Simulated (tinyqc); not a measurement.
# Changing the beta

Model: Tersoff bond-order potential. Computed by tinyqc, a small Python program. Command: `OMP_NUM_THREADS=1 python tinyqc.py 3023995 3023996 out.jsonl tersoff sweep`. One thread of a shared host (Intel(R) Xeon(R) Processor @ 2.30GHz), about 0.03 s of CPU time with the checks.

E = (1/2) sum_(i, j != i) [A exp(-lambda r_ij) - b_ij B exp(-mu r_ij)], b_ij = (1 + (beta zeta_ij)^n)^(-1/(2n)), zeta_ij = sum_(k != i, j) g(theta_ijk), g = 1 + c^2/d^2 - c^2/(d^2 + (h - cos theta)^2), with theta at atom i. Only nearest neighbours count (cut-off function 1 for them, 0 beyond).

Inputs (values chosen for the exercise, modelled on germanium): A = 1747.4 eV; B = 427.02 eV; lambda = 2.4451 1/angstrom; mu = 1.7047 1/angstrom; n = 0.7612; c = 104600; d = 15.65; h = -0.4547.

Constants: 1 eV/angstrom^3 = 160.2176634 GPa.

Method:
- zeta = 3 g(cos theta = -1/3).
- With z equal bonds of order b, r = ln(lambda A/(mu b B))/(lambda - mu) and E per atom = -(z/2) b B exp(-mu r)(1 - mu/lambda).
- a0 = 4 r/sqrt3; B0 = phi''(r)/(3 a0) with phi'' = mu (lambda - mu) b B exp(-mu r), since b does not change under uniform scaling.
- Second derivatives of the energy per atom, volume V = a0^3/8: e_xx gives C11; e_xx = -e_yy gives 2 (C11 - C12); e_xy = e_yx = s/2 with a sublattice shift u_z gives C44 = (E_ss - E_su^2/E_uu)/V and Kleinman's parameter |E_su/E_uu|/(a0/4).

One run for each value:
```
beta      bond order b  energy per atom of the diamond lattice (eV)  bond length (angstrom)  C44 (GPa)
8.80e-08       0.99738                                      -4.3578                  2.3938      16.84
1.70e-07       0.99568                                      -4.3334                  2.3961      26.47
3.30e-07       0.99286                                      -4.2931                  2.3999      40.55
6.40e-07       0.98825                                      -4.2276                  2.4062      59.50
1.20e-06       0.98122                                      -4.1290                  2.4159      81.07
2.40e-06       0.96868                                      -3.9573                  2.4332     105.15
4.60e-06       0.94987                                      -3.7091                  2.4597     122.04
8.80e-06       0.92101                                      -3.3498                  2.5014     127.05
```

Over the rows, bond order b falls from 0.997 to 0.921 (exponent d ln y / d ln x -0.0026 between the first rows and -0.048 between the last); energy per atom of the diamond lattice (eV) rises from -4.36 to -3.35 (exponent d ln y / d ln x -0.0085 between the first rows and -0.16 between the last); bond length (angstrom) rises from 2.39 to 2.50 (exponent d ln y / d ln x 0.0015 between the first rows and 0.026 between the last). beta scales how strongly neighbours weaken a bond.
